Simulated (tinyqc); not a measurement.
Molecular dynamics of a small cluster by velocity Verlet steps: one step, computed by the program tinyqc. Command: `OMP_NUM_THREADS=1 python tinyqc.py 3030238 3030239 out.jsonl verlet walk`. One thread of a shared host (Intel(R) Xeon(R) Processor @ 2.30GHz), about 0.1 s of CPU time with the checks.

E = sum_(i<j) phi(r_ij), phi(r) = eps [exp(-2 alpha (r - r0)) - 2 exp(-alpha (r - r0))]; the force on i is -sum_j phi'(r_ij) (R_i - R_j)/r_ij.

Task: Step 1. Velocity Verlet: a = c F/M with c = 9.648533212e-3 angstrom/fs^2 per eV/(angstrom u); R(new) = R + v dt + a dt^2/2; v(new) = v + (a + a(new)) dt/2. Kinetic energy K = M v^2/(2c); temperature T = 2K/((3N - 3) k_B), rotation of the cluster included.

Inputs (values chosen for the exercise, for model atoms): length r0 = 2.89 angstrom; well depth eps = 0.52 eV; stiffness alpha = 1.99 1/angstrom; atomic mass M = 89.8 u; time step dt = 3 fs.

Potential: Morse. Thermostat: none.

starting positions (angstrom), rows atom 1, atom 2, atom 3, atom 4, columns x, y, z:
```
[[-0.02, 0.02, -0.04],
 [2.9, -0.02, 0.02],
 [1.43, 2.45, 0.02],
 [1.46, 0.85, 2.32]]
```

starting velocities (angstrom/fs), rows atom 1, atom 2, atom 3, atom 4, columns x, y, z:
```
[[-0.00078, 2e-05, -0.00057],
 [0.00142, 0.00024, 0.00038],
 [0.00126, 0.00047, 7e-05],
 [-0.00191, -0.00073, 0.00012]]
```

Constants: 1 eV/(angstrom u) = 9.648533212e-03 angstrom/fs^2; k_B = 8.617333262e-05 eV/K.

Give: positions after step 1; new forces; velocities after step 1; total energy.

Result:

positions after step 1 (angstrom), rows atom 1, atom 2, atom 3, atom 4, columns x, y, z:
```
[[-0.022, 0.020, -0.042],
 [2.904, -0.019, 0.021],
 [1.434, 2.452, 0.020],
 [1.454, 0.848, 2.321]]
```

new forces (eV/angstrom), rows atom 1, atom 2, atom 3, atom 4, columns x, y, z:
```
[[0.0335, -0.2125, 0.0487],
 [-0.0209, -0.1030, -0.1382],
 [0.1016, 0.5424, -0.3669],
 [-0.1142, -0.2269, 0.4564]]
```

velocities after step 1 (angstrom/fs), rows atom 1, atom 2, atom 3, atom 4, columns x, y, z:
```
[[-0.000775, -0.000052, -0.000554],
 [0.001419, 0.000205, 0.000333],
 [0.001294, 0.000651, -0.000051],
 [-0.001948, -0.000804, 0.000272]]
```

total energy = -3.043 eV
